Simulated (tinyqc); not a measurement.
Inside a calculation. Method: RHF in the sto-6g basis, for H6, spin multiplicity 1. One step of it, computed by the program tinyqc.

Task: Iteration 2: diagonalisation and new density. Diagonalise F' = X^T F X, C = X C', fill 3 alpha and 3 beta electrons from the bottom; D = 2 C_occ C_occ^T. Each column has its largest component positive (the first on a tie).

Fock matrix F (hartree):
```
,1H 1s,2H 1s,3H 1s,4H 1s,5H 1s,6H 1s
1H 1s,-0.379171,-0.603325,-0.172011,-0.039686,-0.002059,-0.006749
2H 1s,-0.603325,-0.436710,-0.362151,-0.181116,-0.023227,-0.002068
3H 1s,-0.172011,-0.362151,-0.487807,-0.644920,-0.181440,-0.039667
4H 1s,-0.039686,-0.181116,-0.644920,-0.487995,-0.362533,-0.171958
5H 1s,-0.002059,-0.023227,-0.181440,-0.362533,-0.436059,-0.602635
6H 1s,-0.006749,-0.002068,-0.039667,-0.171958,-0.602635,-0.378370
```

X:
```
,1H 1s,2H 1s,3H 1s,4H 1s,5H 1s,6H 1s
1H 1s,1.262487,-0.509869,0.078915,-0.025856,0.004278,-0.001363
2H 1s,-0.509869,1.365943,-0.321650,0.084030,-0.012247,0.004271
3H 1s,0.078915,-0.321650,1.380377,-0.548236,0.084072,-0.025827
4H 1s,-0.025856,0.084030,-0.548236,1.380653,-0.322011,0.078899
5H 1s,0.004278,-0.012247,0.084072,-0.322011,1.365392,-0.508969
6H 1s,-0.001363,0.004271,-0.025827,0.078899,-0.508969,1.261714
```

Give: F' = X^T F X; orbital energies; coefficients C; D after iteration 2.

Result:

F' = X^T F X (hartree):
```
,1,2,3,4,5,6
1,0.051,-0.658,0.090,-0.010,0.009,-0.013
2,-0.658,0.132,-0.371,0.087,-0.010,0.009
3,0.090,-0.371,0.096,-0.697,0.087,-0.010
4,-0.010,0.087,-0.697,0.097,-0.372,0.090
5,0.009,-0.010,0.087,-0.372,0.132,-0.657
6,-0.013,0.009,-0.010,0.090,-0.657,0.051
```

orbital energies (hartree): MO1 -0.750, MO2 -0.611, MO3 -0.469, MO4 0.407, MO5 0.780, MO6 1.201

coefficients C:
```
,MO1,MO2,MO3,MO4,MO5,MO6
1H 1s,0.151,0.361,0.414,-0.659,-0.855,-0.610
2H 1s,0.235,0.396,0.293,0.445,0.965,0.900
3H 1s,0.391,0.096,-0.395,0.735,-0.257,-1.183
4H 1s,0.391,-0.098,-0.395,-0.734,-0.259,1.183
5H 1s,0.234,-0.395,0.294,-0.446,0.964,-0.899
6H 1s,0.150,-0.359,0.416,0.660,-0.853,0.609
```

D after iteration 2:
```
,1H 1s,2H 1s,3H 1s,4H 1s,5H 1s,6H 1s
1H 1s,0.648,0.598,-0.140,-0.279,0.030,0.131
2H 1s,0.598,0.595,0.028,-0.125,-0.030,0.030
3H 1s,-0.140,0.028,0.637,0.600,-0.125,-0.280
4H 1s,-0.279,-0.125,0.600,0.638,0.028,-0.140
5H 1s,0.030,-0.030,-0.125,0.028,0.595,0.599
6H 1s,0.131,0.030,-0.280,-0.140,0.599,0.649
```
